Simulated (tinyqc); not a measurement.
Worked calculation: charge control and current of a heterostructure field-effect transistor. Computed by tinyqc, a small Python program that keeps every step. Command: `OMP_NUM_THREADS=1 python tinyqc.py 3023029 3023030 out.jsonl hemt walk`. One thread of a shared host (Intel(R) Xeon(R) Processor @ 2.30GHz), about 0.01 s of CPU time with the checks. Intermediate numbers are printed to about 7 digits and carried at full precision; extremes and crossings named in words are read from the listed rows.

Two subbands in a triangular well; E_F is counted from the conduction band edge of the channel at the interface.

Inputs (values chosen for the exercise, modelled on AlGaN/GaN):

| quantity | value | unit |
|---|---|---|
| channel mass m | 0.2 | m_0 |
| permittivity eps (barrier and channel) | 9.3 | - |
| barrier thickness d | 16 | nm |
| Schottky barrier phi_B | 1.1 | eV |
| conduction band offset dE_c | 0.5 | eV |
| polarisation charge sigma/e | 1.9e+13 | 1/cm^2 |
| gate voltage V_G | 0 | V |
| mobility mu | 1700 | cm^2/(V s) |
| saturation velocity v_s | 1.3 | 1e7 cm/s |
| gate length L | 920 | nm |
| source resistance R_S | 0 | ohm mm |
| temperature T | 77 | K |
| mixing | 0.5 | - |
| iteration cap | 200 | - |

Charge source: polarisation. Velocity law: two-piece.

Constants: e = 1.602176634e-19 C; eps_0 = 8.8541878128e-12 F/m; k_B = 8.617333262e-05 eV/K; hbar = 1.054571817e-34 J s; m_0 = 9.1093837015e-31 kg; k_B = 1.380649e-23 J/K.

## Threshold and barrier capacitance

Threshold V_T = phi_B - dE_c - sigma d/(eps eps_0) (in volts); C_b = eps eps_0/d.

threshold voltage V_T = -5.314967 V

barrier capacitance C_b = 0.5146497 microfarad/cm^2

The device is normally on.

## First iteration

Charge control: n_s = C_b (V_G - V_T - E_F/e)/e. Well: mean field F = e n_s/(2 eps eps_0), E_i = (hbar^2/2m)^(1/3) [(3 pi e F/2)(i + 3/4)]^(2/3), i = 0, 1; n_s = D k_B T sum_i ln(1 + exp((E_F - E_i)/k_B T)), D = m/(pi hbar^2), which is solved in closed form for E_F. Iteration from n_s = C_b (V_G - V_T)/(2e): E_F from n_s, n_out from the charge control, n_new = n_s + mixing (n_out - n_s), kept above n_s/10; stop when |n_out/n_s - 1| < 1e-9.

starting n_s = 8.536343e+12 1/cm^2

E_0 = 254.1244 meV

E_1 = 447.0583 meV

E_F = 356.2993 meV

n_out = 1.592818e+13 1/cm^2

Caution: a density of n_out would put E_F above the conduction band minimum of the barrier, where parallel conduction sets in.

## Sheet density

The formulas are those given above.

Course of the iteration:

| iteration | n_s (1/cm^2) | E_F (meV) | \|n_out/n_s - 1\| |
|---|---|---|---|
| 1 | 8.536343e+12 | 356.2993 | 8.659260e-01 |
| 2 | 1.223226e+13 | 469.4133 | 2.724416e-01 |
| 3 | 1.389855e+13 | 518.0621 | 1.086458e-01 |
| 4 | 1.465356e+13 | 539.7236 | 4.677558e-02 |
| 5 | 1.499628e+13 | 549.4844 | 2.076256e-02 |
| 6 | 1.515196e+13 | 553.9040 | 9.337662e-03 |
| 7 | 1.522270e+13 | 555.9094 | 4.223968e-03 |
| ... | ... | ... | ... |
| 21 | 1.528164e+13 | 557.5788 | 6.757725e-08 |
| 22 | 1.528164e+13 | 557.5788 | 3.071551e-08 |
| 23 | 1.528164e+13 | 557.5788 | 1.396095e-08 |
| 24 | 1.528164e+13 | 557.5788 | 6.345592e-09 |
| 25 | 1.528164e+13 | 557.5788 | 2.884227e-09 |
| 26 | 1.528164e+13 | 557.5788 | 1.310951e-09 |
| 27 | 1.528164e+13 | 557.5788 | 5.958594e-10 |

sheet density n_s = 1.528164e+13 1/cm^2

Converged in 27 iterations.

## Levels and gate capacitance

C_g = e dn_s/dV_G = 1/(1/C_b + 1/C_q), 1/C_q = d(E_F/e)/d(e n_s) by a central difference of +/- 0.1 % in n_s; added distance dd = eps eps_0/C_q.

E_0 = 374.6666 meV

E_1 = 659.1175 meV

E_F = 557.5788 meV

share in the second subband = 8.198701e-07 %

gate capacitance C_g = 0.4717440 microfarad/cm^2

added distance dd = 1.455219 nm

C_g is 92 % of C_b: the finite density of states and the rise of E_0 act as 1.5 nm of extra barrier. Caution: E_F lies above the conduction band minimum of the barrier, so electrons would spill into the barrier.

## Saturation current

With V = e n_s/C_g and V_c = v_s L/mu: for v = mu F up to v_s, I/W = C_g v_s V_c (sqrt(1 + (V/V_c)^2) - 1) and V_Dsat = V + V_c - sqrt(V^2 + V_c^2); g_m = dI/dV; extrinsic g_m/(1 + g_m R_S); f_T = g_m/(2 pi C_g L).

V = 5.190078 V

V_c = 0.7035294 V

V_Dsat = 0.6560638 V

saturation current I/W = 2780.562 mA/mm

intrinsic g_m = 607.7094 mS/mm

extrinsic g_m = 607.7094 mS/mm

intrinsic f_T = 22.28547 GHz

V/V_c = 7.38: velocity saturation rules; I is 87 % of e n_s v_s = 3180 mA/mm.

## Gate length

The formulas are those given above.

Scaling; the last columns are v_s/(2 pi L) and mu V/(2 pi L^2):

| L (nm) | I/W (mA/mm) | g_m (mS/mm) | extrinsic g_m (mS/mm) | f_T (GHz) | velocity limit (GHz) | mobility limit (GHz) |
|---|---|---|---|---|---|---|
| 30 | 3168.867 | 613.2612 | 613.2612 | 689.6647 | 689.6714 | 1.560272e+05 |
| 60 | 3154.891 | 613.2432 | 613.2432 | 344.8222 | 344.8357 | 3.900681e+04 |
| 120 | 3127.126 | 613.1714 | 613.1714 | 172.3909 | 172.4179 | 9.751702e+03 |
| 250 | 3067.821 | 612.8516 | 612.8516 | 82.7045 | 82.7606 | 2.246792e+03 |
| 500 | 2957.046 | 611.6098 | 611.6098 | 41.2684 | 41.3803 | 5.616980e+02 |
| 1000 | 2748.299 | 606.7169 | 606.7169 | 20.4692 | 20.6901 | 1.404245e+02 |
| 2000 | 2380.286 | 588.2578 | 588.2578 | 9.9232 | 10.3451 | 3.510613e+01 |
| 5000 | 1608.531 | 493.7479 | 493.7479 | 3.3316 | 4.1380 | 5.616980e+00 |

f_T scales as L^-1.00 at the short end and L^-1.19 at the long end; the two limits cross at L = mu V/v_s = 6790 nm. g_m tends to C_g v_s = 613 mS/mm. Fringe capacitances and short-channel effects, left out, lower f_T once L is below about ten barrier thicknesses.

Checks made by the program: iterated density against a bracketing root search (relative difference 5e-10).
